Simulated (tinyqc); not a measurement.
Inside a calculation. Method: coupled-perturbed Hartree-Fock on RHF in the 3-21g basis, for HeH+, spin multiplicity 1. Computed by tinyqc, a small Python program that keeps every step (integrals from PySCF). Settings: charge = 1, multiplicity = 1, basis = 3-21g, method = RHF, energy threshold = 1e-10, iteration cap = 67, orthogonalisation = symmetric, start = Wolfsberg-Helmholz matrix, DIIS depth = 6. Command: `OMP_NUM_THREADS=1 python tinyqc.py 25404 25405 out.jsonl` (the two numbers bound the seeds that draw the settings). One thread of a shared host (Intel(R) Xeon(R) Processor @ 2.60GHz), about 0.1 s of CPU time with the checks. The early iterations of the SCF are left out here.

## One-electron integrals

Geometry (angstrom):
```
atom       x       y       z
He    0.0000  0.0000  0.0000
H     0.0000  0.0000  0.8390
```

Basis 3-21g: exponents (1/bohr^2) and contraction coefficients of normalised primitives:
```
element  l (shell)  exponent  coefficient
He           s (1)   13.6267       0.1752
He           s (1)    1.9993       0.8935
He           s (2)    0.3830       1.0000
H            s (1)    5.4472       0.1563
H            s (1)    0.8245       0.9047
H            s (2)    0.1832       1.0000
```

Overlap, kinetic and nuclear-attraction integrals over the contracted functions; the nuclear repulsion is the sum of Za Zb / Rab.

nuclear repulsion = 1.261447 hartree

overlap S, lower triangle:
```
        1He 1s  1He 2s   2H 1s   2H 2s
1He 1s  1.0000
1He 2s  0.5952  1.0000
2H 1s   0.1716  0.4431  1.0000
2H 2s   0.2542  0.6628  0.6459  1.0000
```

kinetic energy T (hartree), lower triangle:
```
         1He 1s  1He 2s   2H 1s   2H 2s
1He 1s   3.9161
1He 2s   0.5789  0.5745
2H 1s   -0.0177  0.1951  1.5494
2H 2s    0.0922  0.1952  0.2932  0.2748
```

nuclear attraction V (hartree), lower triangle:
```
         1He 1s   1He 2s    2H 1s    2H 2s
1He 1s  -6.1204
1He 2s  -2.6105  -2.5745
2H 1s   -0.7261  -1.2682  -2.9783
2H 2s   -1.0725  -1.5332  -1.5786  -1.7241
```

core Hamiltonian H = T + V (hartree), lower triangle:
```
         1He 1s   1He 2s    2H 1s    2H 2s
1He 1s  -2.2043
1He 2s  -2.0316  -2.0000
2H 1s   -0.7439  -1.0732  -1.4288
2H 2s   -0.9803  -1.3380  -1.2854  -1.4493
```

## Two-electron integrals

Functions are numbered as in S; the eight-fold symmetry (ij|kl) = (ji|kl) = (kl|ij) leaves the list below.

Two-electron integrals (ij|kl) in chemists' order, unique and non-zero (hartree):
```
(11|11) 1.8033   (21|11) 0.8765   (21|21) 0.4521   (22|11) 0.9170
(22|21) 0.5147   (22|22) 0.6983   (31|11) 0.2341   (31|21) 0.1230
(31|22) 0.1446   (31|31) 0.0399   (32|11) 0.3521   (32|21) 0.2016
(32|22) 0.2880   (32|31) 0.0712   (32|32) 0.1763   (33|11) 0.6237
(33|21) 0.3673   (33|22) 0.5693   (33|31) 0.1394   (33|32) 0.4178
(33|33) 1.1401   (41|11) 0.3595   (41|21) 0.1872   (41|22) 0.2166
(41|31) 0.0534   (41|32) 0.0903   (41|33) 0.1678   (41|41) 0.0785
(42|11) 0.5094   (42|21) 0.2908   (42|22) 0.4149   (42|31) 0.0882
(42|32) 0.1979   (42|33) 0.4231   (42|41) 0.1252   (42|42) 0.2638
(43|11) 0.3915   (43|21) 0.2292   (43|22) 0.3522   (43|31) 0.0827
(43|32) 0.2362   (43|33) 0.6114   (43|41) 0.1034   (43|42) 0.2567
(43|43) 0.3452   (44|11) 0.5102   (44|21) 0.2985   (44|22) 0.4640
(44|31) 0.0970   (44|32) 0.2607   (44|33) 0.6264   (44|41) 0.1313
(44|42) 0.3248   (44|43) 0.3803   (44|44) 0.4830
```

## Orthogonalisation

S = U s U^T; symmetric (Loewdin) form X = U s^(-1/2) U^T, so that X^T S X = 1.

eigenvalues of S: 0.2117  0.4046  0.9607  2.4230

X, lower triangle:
```
         1He 1s   1He 2s    2H 1s   2H 2s
1He 1s   1.1968
1He 2s  -0.4483   1.5099
2H 1s   -0.0012  -0.0947   1.2391
2H 2s    0.0680  -0.4942  -0.4155  1.4624
```

## Iteration 6 (converged): orbitals

converged F (hartree), lower triangle:
```
         1He 1s   1He 2s    2H 1s    2H 2s
1He 1s  -0.7226
1He 2s  -1.4943  -1.1083
2H 1s   -0.7191  -0.7437  -0.3694
2H 2s   -0.8562  -0.8146  -0.7229  -0.6949
```

Diagonalise F' = X^T F X, C = X C', fill 1 alpha and 1 beta electrons from the bottom; D = 2 C_occ C_occ^T. Each column has its largest component positive (the first on a tie).

F' = X^T F X (hartree), lower triangle:
```
         1        2        3        4
1   0.2542
2  -1.5159   0.0984
3  -0.2925  -0.2736   0.1587
4  -0.1449  -0.3013  -0.5289  -0.1027
```

orbital energies (hartree): MO1 -1.5806, MO2 -0.2884, MO3 0.5754, MO4 1.7022

coefficients C:
```
           MO1      MO2      MO3      MO4
1He 1s  0.4632  -0.1978   0.0068  -1.1765
1He 2s  0.5431  -0.7046   0.0603   1.3925
2H 1s   0.1825   0.3472   1.2502   0.0112
2H 2s   0.0334   1.0031  -1.1394  -0.5046
```

D after iteration 6, lower triangle:
```
        1He 1s  1He 2s   2H 1s   2H 2s
1He 1s  0.4292
1He 2s  0.5031  0.5899
2H 1s   0.1691  0.1982  0.0666
2H 2s   0.0309  0.0362  0.0122  0.0022
```

## Convergence

Stop when the energy changes by less than 1e-10 hartree and every element of the error matrix X^T (F D S - S D F) X is below 3e-06.

Course of the cycle:
```
iteration  E (hartree)     change  largest element of the error matrix
1            -2.830404          -                             3.71e-01
2            -2.885573  -5.52e-02                             3.19e-02
3            -2.886347  -7.74e-04                             2.63e-03
4            -2.886354  -6.48e-06                             3.52e-05
5            -2.886354  -9.49e-10                             1.89e-07
6            -2.886354  -3.29e-14                             3.59e-08
```

PySCF RHF in the same basis = -2.886354 hartree

Converged in 6 iterations.

## Integrals over molecular orbitals

(pq|rs) = sum C_ip C_jq C_kr C_ls (ij|kl), one index at a time.

one-electron integrals over orbitals h = C^T H C (hartree), lower triangle:
```
         1        2        3       4
1  -2.5672
2   0.1556  -1.2637
3  -0.0239  -0.2231  -0.4371
4   0.2644  -0.2269   0.0266  0.0752
```

Two-electron integrals over orbitals (pq|rs), unique and non-zero (hartree):
```
(11|11) 0.9865    (21|11) -0.1556   (21|21) 0.1037    (22|11) 0.5395
(22|21) 0.0385    (22|22) 0.5613    (31|11) 0.0239    (31|21) 0.0475
(31|22) 0.0742    (31|31) 0.0554    (32|11) 0.1353    (32|21) 0.0251
(32|22) 0.1190    (32|31) 0.0632    (32|32) 0.1181    (33|11) 0.5340
(33|21) 0.0784    (33|22) 0.5779    (33|31) 0.1232    (33|32) 0.1860
(33|33) 0.6881    (41|11) -0.2644   (41|21) 0.0977    (41|22) -0.0550
(41|31) 0.0047    (41|32) -0.0125   (41|33) -0.0190   (41|41) 0.2198
(42|11) 0.1623    (42|21) -0.0390   (42|22) 0.0436    (42|31) 0.0104
(42|32) 0.0320    (42|33) 0.0491    (42|41) -0.0950   (42|42) 0.0564
(43|11) -0.0109   (43|21) 0.0241    (43|22) 0.0320    (43|31) 0.0239
(43|32) 0.0148    (43|33) 0.0447    (43|41) -0.0075   (43|42) 0.0031
(43|43) 0.0188    (44|11) 0.9234    (44|21) -0.1760   (44|22) 0.4820
(44|31) -0.0067   (44|32) 0.0956    (44|33) 0.4508    (44|41) -0.2849
(44|42) 0.1578    (44|43) -0.0231   (44|44) 0.9369
```

## Response to a field: uncoupled start

dipole integrals <a|z|i> (bohr):
```
         i1
a2   0.5841
a3   0.2873
a4  -0.0930
```

Field along z; U_ai = -mu_ai / (e_a - e_i), alpha = -4 sum U_ai mu_ai.

uncoupled U:
```
         i1
a2  -0.4520
a3  -0.1332
a4   0.0283
```

uncoupled polarisability = 1.2197 bohr^3

## Coupled step 1

U_ai = -(mu_ai + sum_bj [4 (ai|bj) - (ab|ij) - (aj|bi)] U_bj) / (e_a - e_i); alpha = -4 sum U_ai mu_ai.

U after step 1:
```
         i1
a2  -0.5341
a3  -0.1548
a4   0.0496
```

polarisability = 1.4441 bohr^3

## Coupled step 2

As before.

U after step 2:
```
         i1
a2  -0.5506
a3  -0.1585
a4   0.0548
```

polarisability = 1.4889 bohr^3

## Coupled polarisability

Repeat until U stops changing; compare with -d2E/dF2.

Course of the coupled iterations:
```
step  alpha (bohr^3)
0             1.2197
1             1.4441
2             1.4889
3             1.4981
4             1.5000
5             1.5003
6             1.5004
7             1.5004
8             1.5004
9             1.5004
10            1.5004
11            1.5004
12            1.5004
```

coupled polarisability = 1.5004 bohr^3

finite-field check, fields of +/-0.001 au = 1.5004 bohr^3
